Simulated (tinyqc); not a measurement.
Heavy doping: gap narrowing, degeneracy and the minority density: sweeps and comparisons. A value that a table varies takes the place of the one given here.

F_j(eta) = (1/Gamma(j + 1)) integral_0^infinity x^j dx/(1 + exp(x - eta)), which tends to exp(eta) for eta << 0.

Empirical narrowing (Slotboom form, constants chosen for the exercise; published fits of this form give the apparent narrowing, here it is taken as the true one): dEg = E0 [ln(N/N0) + sqrt(ln(N/N0)^2 + C)].

Majority: N = Nv F_1/2(eta), eta the distance of EF beyond the majority band edge in kT. Degeneracy factor gam = F_1/2(eta)/exp(eta). ni0^2 = Nc Nv exp(-Eg/kT); product n p = ni0^2 gam exp(dEg/kT), dEg the true narrowing; apparent narrowing dEa = dEg + kT ln gam; minority density = n p/N.

Bipolar transistor with N as emitter doping: beta = K (N/NB) exp((dEa_B + dG - dEa_E)/kT), dEa_E = dEg(N) + kT ln gam, dEa_B = dEg(NB). For the sweep in T, Nv is scaled as (T/T0)^(3/2) from its value at T0 = T.

Constants: kB = 8.617333262e-05 eV/K.

Parameters, chosen for this exercise (gap and densities of states near those of Ge at this temperature; narrowing constants of the size fitted for Si, not for this material; the results hold for these values, not for the real material):

| symbol | value | unit | meaning |
|---|---|---|---|
| Eg | 0.664 | eV | gap |
| Nc | 1.07e+19 | 1/cm^3 | conduction-band density of states |
| Nv | 5.11e+18 | 1/cm^3 | valence-band density of states |
| T | 300 | K |  |
| E0 | 8.79 | meV | narrowing scale |
| N0 | 8.1e+16 | 1/cm^3 | onset density |
| C | 0.5 |  | smoothing constant |
| N | 5.1e+18 | 1/cm^3 | ionised acceptors, equal to the majority density |
| NB | 3e+16 | 1/cm^3 | base doping |
| K | 3.5 |  | ratio (D_B W_E)/(D_E W_B) |
| dG | 50 | meV | extra narrowing of the base by alloying |

## Narrowing against degeneracy

N takes the values listed; the last column is N over the factor gam exp(dEg/kT), the doping that a simple model would need to give the same minority density.

Results:

| N (1/cm^3) | eta | gam | dEg (meV) | dEa (meV) | minority (1/cm^3) | effective doping (1/cm^3) |
|---|---|---|---|---|---|---|
| 2.0e+16 | -5.54 | 0.999 | 1.5 | 1.4 | 2.02e+10 | 1.89e+16 |
| 5.0e+16 | -4.62 | 0.997 | 3.3 | 3.2 | 8.67e+09 | 4.42e+16 |
| 2.0e+17 | -3.23 | 0.986 | 18.0 | 17.7 | 3.79e+09 | 1.01e+17 |
| 5.0e+17 | -2.29 | 0.966 | 33.2 | 32.3 | 2.67e+09 | 1.44e+17 |
| 2.0e+18 | -0.80 | 0.871 | 57.0 | 53.5 | 1.52e+09 | 2.53e+17 |
| 5.0e+18 | 0.32 | 0.711 | 73.0 | 64.2 | 9.17e+08 | 4.18e+17 |
| 2.0e+19 | 2.68 | 0.268 | 97.2 | 63.2 | 2.21e+08 | 1.73e+18 |
| 4.0e+19 | 4.58 | 0.0803 | 109.4 | 44.2 | 5.29e+07 | 7.24e+18 |
| 1.0e+20 | 8.68 | 0.00331 | 125.5 | -22.2 | 1.62e+06 | 2.36e+20 |

dEg grows steadily to 125.5 meV, while the apparent value peaks at 64.2 meV for N = 5e+18 and falls to -22.2 meV as the Fermi level enters the band. N grows by a factor 25 from the third to the sixth row and the effective doping by 4.1: net of degeneracy, narrowing takes away 83 % of the factor gained by heavier doping.

## Current gain against temperature

Gain:

| T (K) | beta | beta with dG = 0 | without narrowing |
|---|---|---|---|
| 150 | 298 | 6.23 | 595 |
| 200 | 324 | 17.8 | 595 |
| 250 | 348 | 34.2 | 595 |
| 300 | 369 | 53.3 | 595 |
| 350 | 387 | 73.7 | 595 |
| 400 | 402 | 94.2 | 595 |
| 450 | 415 | 114 | 595 |

dEa_B + dG - dEa_E at T0 = -12.4 meV

beta is 298 at 150 K and 415 at 450 K, since the net exponent is negative: the emitter has the larger apparent narrowing. At 300 K narrowing and degeneracy change the gain by a factor 0.0896 and alloying the base by 6.92.

## What moves the minority density and the gain

All results formed anew. Each row changes one parameter from the base and keeps the others.

Results:

| case | dEg (meV) | dEa (meV) | minority (1/cm^3) | beta |
|---|---|---|---|---|
| base | 73.35 | 64.35 | 9.05e+08 | 369 |
| N = 1.02e+19 1/cm^3 | 85.46 | 67.70 | 5.15e+08 | 648 |
| E0 = 10.548 meV | 88.02 | 79.02 | 1.60e+09 | 212 |
| N0 = 1.62e+17 1/cm^3 | 61.27 | 52.27 | 5.67e+08 | 572 |
| Eg = 0.684 eV | 73.35 | 64.35 | 4.17e+08 | 369 |
| Nv = 6.64e+18 1/cm^3 | 73.35 | 66.41 | 1.27e+09 | 341 |
| NB = 6e+16 1/cm^3 | 73.35 | 64.35 | 9.05e+08 | 200 |

The largest shifts from the base row, up to three for each result and ties (the steps differ in size, so this ranks the rows, not the parameters). dEg (meV): E0 +14.67, N +12.11, N0 -12.08; unchanged at the printed digits by Eg, Nv and NB. dEa (meV): E0 +14.67, N0 -12.08, N +3.35; unchanged at the printed digits by Eg and NB. minority (1/cm^3): E0 +6.91e+08, Eg -4.87e+08, N -3.90e+08; unchanged at the printed digits by NB. beta: N +279, N0 +203, NB -169; unchanged at the printed digits by Eg.

Program tinyqc; command `OMP_NUM_THREADS=1 python tinyqc.py 1681086 1681087 out.jsonl`; about 0.01 s on one thread of a shared Intel(R) Xeon(R) Processor @ 2.30GHz.
